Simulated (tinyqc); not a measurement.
Inside a calculation. Method: MP2 on RHF in the sto-6g basis, for H6, spin multiplicity 1. One step of it, computed by the program tinyqc.

Question. Second-order Moller-Plesset energy. E2 = sum_ijab (ia|jb) [2 (ia|jb) - (ib|ja)] / (e_i + e_j - e_a - e_b) over occupied i, j and virtual a, b; the opposite-spin part is (ia|jb)^2 / denominator, the rest is same-spin, and SCS-MP2 scales them by 6/5 and 1/3.

orbital energies (hartree): [-0.645396, -0.541236, -0.394066, 0.295535, 0.600788, 0.955055]

Two-electron integrals over orbitals (pq|rs), unique and non-zero (hartree):
```
(11|11) 0.410915    (21|21) 0.128120    (22|11) 0.326378    (22|22) 0.379223
(31|11) 0.080000    (31|22) -0.048346   (31|31) 0.120845    (32|21) -0.117373
(32|32) 0.137340    (33|11) 0.374922    (33|22) 0.339827    (33|31) 0.037829
(33|33) 0.375702    (41|21) -0.040717   (41|32) -0.007518   (41|41) 0.081902
(42|11) -0.062596   (42|22) 0.000073    (42|31) -0.053352   (42|33) -0.012173
(42|42) 0.075727    (43|21) -0.067612   (43|32) 0.066492    (43|41) 0.014650
(43|43) 0.083905    (44|11) 0.375856    (44|22) 0.340550    (44|31) 0.035526
(44|33) 0.366399    (44|42) -0.021731   (44|44) 0.380471    (51|11) 0.008233
(51|22) 0.029982    (51|31) -0.025696   (51|33) -0.012043   (51|42) -0.036770
(51|44) -0.002546   (51|51) 0.050132    (52|21) 0.028100    (52|32) 0.003748
(52|41) -0.055589   (52|43) 0.038426    (52|52) 0.088797    (53|11) -0.069151
(53|22) -0.004538   (53|31) -0.057122   (53|33) -0.024978   (53|42) 0.071680
(53|44) -0.020900   (53|51) -0.031098   (53|53) 0.076855    (54|21) -0.118577
(54|32) 0.131230    (54|41) 0.001678    (54|43) 0.067951    (54|52) 0.000941
(54|54) 0.140674    (55|11) 0.341429    (55|22) 0.383694    (55|31) -0.038096
(55|33) 0.351856    (55|42) -0.005136   (55|44) 0.359967    (55|51) 0.029731
(55|53) -0.008040   (55|55) 0.407330    (61|21) 0.001538    (61|32) 0.017323
(61|41) -0.029519   (61|43) -0.048970   (61|52) -0.032287   (61|54) 0.014458
(61|61) 0.067677    (62|11) -0.012610   (62|22) -0.033806   (62|31) 0.023660
(62|33) 0.002399    (62|42) 0.033231    (62|44) 0.004203    (62|51) -0.046127
(62|53) 0.035088    (62|55) -0.033042   (62|62) 0.048420    (63|21) 0.043514
(63|32) -0.000386   (63|41) -0.077978   (63|43) -0.016864   (63|52) 0.055629
(63|54) -0.000092   (63|61) 0.028859    (63|63) 0.083247    (64|11) -0.082250
(64|22) 0.041144    (64|31) -0.116076   (64|33) -0.039631   (64|42) 0.055456
(64|44) -0.040068   (64|51) 0.022676    (64|53) 0.058150    (64|55) 0.041353
(64|62) -0.022834   (64|64) 0.125287    (65|21) -0.130910   (65|32) 0.121826
(65|41) 0.041643    (65|43) 0.071694    (65|52) -0.029081   (65|54) 0.127796
(65|61) -0.002395   (65|63) -0.047767   (65|65) 0.146959    (66|11) 0.437604
(66|22) 0.348310    (66|31) 0.086078    (66|33) 0.402233    (66|42) -0.068946
(66|44) 0.409203    (66|51) 0.009534    (66|53) -0.077533   (66|55) 0.373711
(66|62) -0.014804   (66|64) -0.094598   (66|66) 0.491228
```

Hartree-Fock energy = -3.23624803 hartree

Give: Terms; Pair energies; MP2 correlation energy; SCS-MP2 correlation energy; MP2 total energy.

Answer.

Terms (the 40 largest of 41):
```
i  j  a  b  (ia|jb)  (ib|ja)  denominator       term
3  3  4  4    0.084    0.084       -1.379     -0.005
2  3  4  5    0.072    0.038       -1.832  -4.11e-03
3  2  5  4    0.072    0.038       -1.832  -4.11e-03
3  1  6  4   -0.078   -0.049       -2.290  -3.64e-03
1  3  4  6   -0.078   -0.049       -2.290  -3.64e-03
1  1  4  4    0.082    0.082       -1.882  -3.56e-03
2  2  5  5    0.089    0.089       -2.284  -3.45e-03
2  2  4  4    0.076    0.076       -1.674  -3.43e-03
3  3  5  5    0.077    0.077       -1.990  -2.97e-03
3  3  6  6    0.083    0.083       -2.698  -2.57e-03
2  1  5  4   -0.056   -0.037       -2.083  -1.99e-03
1  2  4  5   -0.056   -0.037       -2.083  -1.99e-03
2  3  5  6    0.056    0.035       -2.491  -1.70e-03
3  2  6  5    0.056    0.035       -2.491  -1.70e-03
1  1  6  6    0.068    0.068       -3.201  -1.43e-03
2  1  6  5   -0.046   -0.032       -2.742  -1.01e-03
1  2  5  6   -0.046   -0.032       -2.742  -1.01e-03
1  1  5  5    0.050    0.050       -2.492  -1.01e-03
2  2  6  6    0.048    0.048       -2.993  -7.83e-04
2  2  6  4    0.033    0.033       -2.333  -4.73e-04
2  2  4  6    0.033    0.033       -2.333  -4.73e-04
3  1  5  5   -0.031   -0.031       -2.241  -4.32e-04
1  3  5  5   -0.031   -0.031       -2.241  -4.32e-04
1  3  6  4   -0.049   -0.078       -2.290  -4.27e-04
3  1  4  6   -0.049   -0.078       -2.290  -4.27e-04
1  1  6  4   -0.030   -0.030       -2.541  -3.43e-04
1  1  4  6   -0.030   -0.030       -2.541  -3.43e-04
1  2  5  4   -0.037   -0.056       -2.083  -3.17e-04
2  1  4  5   -0.037   -0.056       -2.083  -3.17e-04
3  1  6  6    0.029    0.029       -2.950  -2.82e-04
1  3  6  6    0.029    0.029       -2.950  -2.82e-04
1  2  6  5   -0.032   -0.046       -2.742  -2.17e-04
2  1  5  6   -0.032   -0.046       -2.742  -2.17e-04
3  2  5  6    0.035    0.056       -2.491  -2.05e-04
2  3  6  5    0.035    0.056       -2.491  -2.05e-04
3  3  6  4   -0.017   -0.017       -2.039  -1.39e-04
3  3  4  6   -0.017   -0.017       -2.039  -1.39e-04
3  1  4  4    0.015    0.015       -1.631  -1.32e-04
1  3  4  4    0.015    0.015       -1.631  -1.32e-04
3  2  4  5    0.038    0.072       -1.832  -1.09e-04
```

Pair energies (hartree; pair i-j sums ij and ji):
```
pair  opposite spin  same spin
1-1          -0.007          0
2-1          -0.007  -4.80e-04
2-2          -0.009          0
3-1          -0.009  -7.35e-04
3-2          -0.011  -1.55e-03
3-3          -0.011          0
```

MP2 correlation energy = -0.05535 hartree

SCS-MP2 correlation energy = -0.06403 hartree

MP2 total energy = -3.29160 hartree
